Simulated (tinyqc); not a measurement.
# Rapid thermal processing of a wafer: radiative balance, ramp and cooling, pattern effects, pyrometer error and spike budget, step by step

A worked calculation. Computed by tinyqc, a small Python program that keeps every step. Command: `OMP_NUM_THREADS=1 python tinyqc.py 3112952 3112953 out.jsonl rtp walk`. One thread of a shared host (Intel(R) Xeon(R) Processor @ 2.30GHz), about 0.04 s of CPU time with the checks. Intermediate numbers are printed to about 6 digits and carried at full precision; extremes and crossings named in words are read from the listed rows.

The wafer is opaque and uniform through its thickness unless said otherwise; temperatures in formulas are in kelvin (C + 273.15). sigma = 5.670374419e-12 W/(cm^2 K^4).

Inputs (values chosen for the exercise, modelled on a hot silicon wafer):

| quantity | value | unit |
|---|---|---|
| wafer thickness d | 625 | micrometre |
| heat capacity per volume C | 2.18 | J/(cm^3 K) |
| thermal conductivity k | 0.27 | W/(cm K) |
| emissivity eps of each face | 0.56 | - |
| reflectivity of the chamber walls r | 0.61 | - |
| gas heat-transfer coefficient h, both faces together | 4.7 | mW/(cm^2 K) |
| wall temperature T_w | 300 | K |
| process temperature | 922 | C |
| starting temperature | 400 | C |
| ramp rate | 59 | K/s |
| relative change of absorptivity over a pattern | 8.6 | % |
| period of the pattern | 1.7 | mm |
| pyrometer wavelength | 0.95 | micrometre |
| error of the assumed emissivity | 12 | % |
| activation energy of the process E_a | 2.7 | eV |

Constants: k_B = 8.617333262e-05 eV/K; h = 6.62607015e-34 J s; c = 299792458 m/s; k_B = 1.380649e-23 J/K.

## Power to hold and to ramp

Effective emissivity between parallel grey plates: eps_eff = 1/(1/eps + 1/(1 - r) - 1). Loss per area q(T) = 2 eps_eff sigma (T^4 - T_w^4) + h (T - T_w). Absorbed power during a ramp = q(T) + C d x ramp rate; thermal time constant tau = C d/(dq/dT), dq/dT = 8 eps_eff sigma T^3 + h; natural cooling rate q/(C d); front-to-back difference under one-sided heating at the end of the ramp = (absorbed power) d/(2 k).

eps_eff = 0.298524

holding power q = 11.0871 W/cm^2

power at the end of the ramp = 19.1259 W/cm^2

dq/dT = 27.8179 mW/(cm^2 K)

time constant tau = 4.89793 s

natural cooling rate = 81.3733 K/s

front-to-back difference = 2.21364 K

Radiation carries 62 % of the loss. The ramp needs 1.7 times the holding power.

## Cooling curve

Cooling with the lamps off: C d dT/dt = -q(T), integrated adaptively (relative tolerance 1e-10).

Lamps off at t = 0:

| t (s) | T (C) | cooling rate (K/s) |
|---|---|---|
| 0.49 | 884.007 | 73.9174 |
| 0.98 | 849.372 | 67.6234 |
| 2.00 | 785.955 | 57.2481 |
| 3.40 | 713.395 | 47.0184 |
| 4.90 | 649.025 | 39.2305 |
| 7.30 | 565.842 | 30.7031 |
| 12.00 | 446.872 | 20.9659 |
| 20.00 | 316.072 | 12.7706 |

The rate falls from 81.4 K/s at t = 0 to 12.8 K/s in the last row.

## Thermal budget of a spike

Spike anneal: linear ramp to the peak, then lamps off. Equivalent time at the peak = int exp(-(E_a/k_B)(1/T - 1/T_peak)) dt; estimate (k_B T^2/E_a)(1/ramp rate + 1/cooling rate). The ramp part uses 4000 trapezoid steps, the cooling part 4000 steps over 4 tau. Time within 50 K of the peak from the same curves.

equivalent time, ramp = 0.719614 s

equivalent time, cooling = 0.580391 s

equivalent time, total = 1.30001 s

estimate = 1.33292 s

time within 50 K of the peak = 1.50242 s

Cooling supplies 45 % of the budget.

## What a faster ramp buys

The formulas are those given above.

Against the ramp rate:

| ramp (K/s) | ramp part (s) | cooling part (s) | total (s) | power at the peak (W/cm^2) |
|---|---|---|---|---|
| 10 | 4.24572 | 0.580391 | 4.82612 | 12.450 |
| 25 | 1.69829 | 0.580391 | 2.27868 | 14.493 |
| 50 | 0.84914 | 0.580391 | 1.42954 | 17.900 |
| 100 | 0.42457 | 0.580391 | 1.00496 | 24.712 |
| 250 | 0.16983 | 0.580391 | 0.75022 | 45.150 |
| 500 | 0.08491 | 0.580391 | 0.66531 | 79.212 |
| 1000 | 0.04246 | 0.580391 | 0.62285 | 147.337 |

From 10 to 100 K/s the total falls by a factor 4.8, from 100 to 1000 K/s by 1.61: the cooling part, 0.580 s, is a floor, and the natural cooling rate here is 81.4 K/s.

## Pattern effect

At steady state a sinusoidal change of absorbed power of relative amplitude a and period p gives the temperature amplitude a q/(dq/dT + k d (2 pi/p)^2); healing length l = sqrt(k d/(dq/dT)); process change = E_a dT/(k_B T^2). Emissivity is taken as unchanged.

healing length l = 7.78861 mm

amplitude without lateral conduction = 34.2762 K

amplitude = 0.0413131 K

change of the process rate = 0.0906220 %

Lateral conduction cuts the amplitude to 0.12 %, since p/(2 pi l) = 0.035.

## Pyrometer error

Signal proportional to eps/(exp(c2/(lambda T)) - 1), c2 = h c/k_B. If the assumed emissivity is too high by the given error, the reading T' solves (1 + error)/(exp(c2/(lambda T')) - 1) = 1/(exp(c2/(lambda T)) - 1). Wien estimate: T' - T = -lambda T^2 ln(1 + error)/c2. Process rates go as exp(-E_a/(k_B T)).

c2 = 14387.8 micrometre K

c2/(lambda T) = 12.6721

reading less true temperature = -10.5937 K

Wien estimate = -10.6885 K

rate at T over rate at T', less 1 = 26.4220 %

Checks made by the program: cooling time against quadrature of C d dT/q (relative difference 3e-08).
